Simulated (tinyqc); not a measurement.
What sets t'/t: three-band (Emery) model of a CuO2 plane downfolded to one band.

Electron picture, d at 0 and the oxygen p orbitals at -D; sx = sin(kx a/2), sy = sin(ky a/2). H = [[0, 2 tpd sx, -2 tpd sy], [., -D, -4 tpp sx sy], [., ., -D]], real and symmetric. The top (antibonding) band crosses the Fermi level.

One-band form E = e0 - 2t (cos kx + cos ky) - 4t' cos kx cos ky - 2t'' (cos 2kx + cos 2ky) - 4t''' (cos 2kx cos ky + cos kx cos 2ky), k in 1/a. Each hopping is minus the mean of E cos(m kx) cos(n ky) over a 12 x 12 mesh, k = (j + 1/2) 2 pi/12.

Values chosen for the exercise (out of a larger set: of the size used for cuprate planes; not measured data): D = 2.6 eV (ed - ep); tpd = 1.44 eV (d-p hopping).

tpp is varied; points are in units of pi/a. E(1,0) is the saddle point; the filling is the share of a 40 x 40 mesh, k = (j + 1/2) 2 pi/40, below the saddle energy, times two.

One-band values:
```
tpp (eV),t (eV),t' (eV),t'' (eV),t'/t,"E(1,0) - E(1/2,1/2) (eV)",electrons at the saddle
0.05,0.3588,0.0379,0.0242,0.106,-0.0298,0.950
0.20,0.3896,0.0243,0.0289,0.062,-0.1231,0.935
0.35,0.4232,0.0096,0.0338,0.023,-0.2228,0.885
0.50,0.4596,-0.0063,0.0388,-0.014,-0.3292,0.845
0.80,0.5413,-0.0418,0.0494,-0.077,-0.5633,0.770
```

Give the missing row, tpp (eV) = 0.65.

Computed row:
```
tpp (eV)  t (eV)  t' (eV)  t'' (eV)    t'/t  E(1,0) - E(1/2,1/2) (eV)  electrons at the saddle
0.65      0.4990  -0.0234    0.0440  -0.047                   -0.4426                    0.825
```

t'/t goes from 0.106 to -0.077. With tpp = 0 the band depends on sx^2 + sy^2 alone and the line through the saddle is a nested square, whatever t' says: terms in (cos kx + cos ky)^2 bring t' and t'' in the ratio two to one, higher powers alter it (first row: 0.0379 and 0.0242 eV), so t' - 2t'', which goes from -0.0106 to -0.1406 eV, measures the rounding. Oxygen hopping lowers the saddle against (1/2,1/2), by 0.563 eV in the last row, so the van Hove filling moves from 0.95 to 0.77 electrons (mesh values, coarse by a few hundredths; the nested square holds exactly 1) and the half-filled Fermi line closes around (1,1).

Run: tinyqc, `OMP_NUM_THREADS=1 python tinyqc.py 1451640 1451641 out.jsonl`; Intel(R) Xeon(R) Processor @ 2.30GHz, one thread, shared host; about 0.04 s of CPU time with all checks.
